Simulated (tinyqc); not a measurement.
Temperature and segregation coefficient: dopant redistribution at a moving silicon-oxide interface during parabolic oxidation. Computed by tinyqc, a small Python program. Command: `OMP_NUM_THREADS=1 python tinyqc.py 3007388 3007389 out.jsonl segox walk`. One thread of a shared host (Intel(R) Xeon(R) Processor @ 2.30GHz), about 0.01 s of CPU time with the checks.

Uniformly doped silicon is oxidised with x_ox = sqrt(B t); the interface advances into the silicon by alpha x_ox, alpha = 0.44. The dopant does not move in the oxide, and at the interface C(silicon) = m C(oxide).

Inputs (values chosen for the exercise, modelled on phosphorus in silicon under steam): dopant prefactor D0 = 4.14 cm^2/s; dopant activation energy E = 3.7 eV; oxidation prefactor B0 = 391 um^2/h; oxidation activation energy E_B = 0.772 eV; segregation coefficient m = C(silicon)/C(oxide) = 7.

Constants: k_B = 8.617333262e-05 eV/K.

Method:
- D = D0 exp(-E/(k_B T)), converted with 1 cm^2/s = 3.6e11 um^2/h; B = B0 exp(-E_B/(k_B T)); s = alpha sqrt(B/(4 D)), the interface advance over 2 sqrt(D t).
- Temperatures in kelvin are T(C) + 273.15.
- With the dopant diffusivity D and s = alpha x_ox/(2 sqrt(D t)), in the silicon C = C_B + (C_s - C_B) erfc(y/(2 sqrt(D t)))/erfc(s), y from the original surface. Dopant balance at the interface gives C_s/C_B = 1/[1 + (1/(m alpha) - 1) g], g = sqrt(pi) s exp(s^2) erfc(s).

C_s/C_B:
```
T (C)       s  this m  m = 0.2  m = 1/alpha  m = 10
850    13.216  3.0619  0.08823            1  4.3579
900     6.936  3.0167  0.08882            1  4.2541
950     3.837  2.8936  0.09056            1  3.9807
1000    2.224  2.6410  0.09492            1  3.4599
1050    1.343  2.2806  0.10398            1  2.7972
1100    0.842  1.9178  0.11984            1  2.2104
1150    0.545  1.6314  0.14411            1  1.7948
1200    0.363  1.4315  0.17775            1  1.5265
```

What follows from these numbers?

s falls from 13.2 to 0.363 as T rises, because diffusion has the larger activation energy (3.7 against 0.772 eV); the ratio for this m moves from 3.062 to 1.432, towards 1. At m = 1/alpha the oxide takes exactly what the silicon held, and nothing moves. The ratio does not depend on time, since both lengths grow as sqrt(t).
